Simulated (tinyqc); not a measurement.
# Single-electron transistor, orthodox theory and master equation: the Coulomb oscillation

A metal island with n extra electrons joins the left lead (voltage V) and the right lead (0 V) by tunnel junctions and couples to a gate. Cs = CL + CR + Cg. Adding electron n + 1 costs mu(n) = [q (n + 1/2) - CL V - Cg Vg]/Cs (in volts); the Fermi levels are -V (left) and 0 (right). A jump that gains the energy W has the rate G(W) = (W/q)/(R [1 - exp(-W/Vt)]), W in volts, Vt = kB T/q. Sequential tunnelling only; I > 0 flows from left to right.

Here V = 27 mV. Onto the island: from the left W = -V - mu(n), from the right W = -mu(n); off the island (n + 1 to n): to the left W = mu(n) + V, to the right W = mu(n). Steady state: p(n + 1)/p(n) = (sum of on rates)/(sum of off rates), normalised. I = q sum_n [p(n + 1) (off to left) - p(n) (on from left)]. Enough charge states are kept that the digits shown do not change.

Inputs (values chosen for the exercise): capacitance of the left junction CL = 0.35 aF; capacitance of the right junction CR = 0.79 aF; gate capacitance Cg = 0.3 aF; resistance of the left junction RL = 2900 kohm; resistance of the right junction RR = 58000 kohm; temperature T = 28 K.

Constants: q = 1.602176634e-19 C, kB = 1.380649e-23 J/K, Vt = kB T/q. Results are converted to the units shown.

The Coulomb oscillation:

| Vg (mV) | I (nA) | mean n |
|---|---|---|
| 0 | 4.5721e-7 | 0.0000 |
| 53.4 | 9.9504e-8 | 0.0000 |
| 107 | 6.8236e-6 | 0.0000 |
| 160 | 3.9256e-4 | 0.0000 |
| 214 | 0.014138 | 0.0013 |
| 267 | 0.11883 | 0.0171 |
| 320 | 0.27301 | 0.1008 |
| 374 | 0.12283 | 0.7530 |
| 427 | 0.0028404 | 0.9959 |
| 481 | 3.6027e-5 | 1.0000 |
| 534 | 4.5943e-7 | 1.0000 |
| 587 | 9.6283e-8 | 1.0000 |
| 641 | 6.7921e-6 | 1.0000 |
| 694 | 3.9087e-4 | 1.0000 |

What does the table show?

I is largest, 0.273 nA, at Vg = 320 mV and smallest, 9.63e-8 nA, at 587 mV among the rows; the pattern repeats every q/Cg = 534 mV. At zero temperature current flows while mu(0) lies between -V and 0, for Vg from 236 to 365 mV; the mean n moves from 0.00 to 1.00 over the table.

Range of the model: Cotunnelling, which dominates deep in the blockade, is left out.

Program tinyqc, `OMP_NUM_THREADS=1 python tinyqc.py 2780031 2780032 out.jsonl`; Intel Xeon 2.30GHz, shared host, one thread, about 0.01 s.
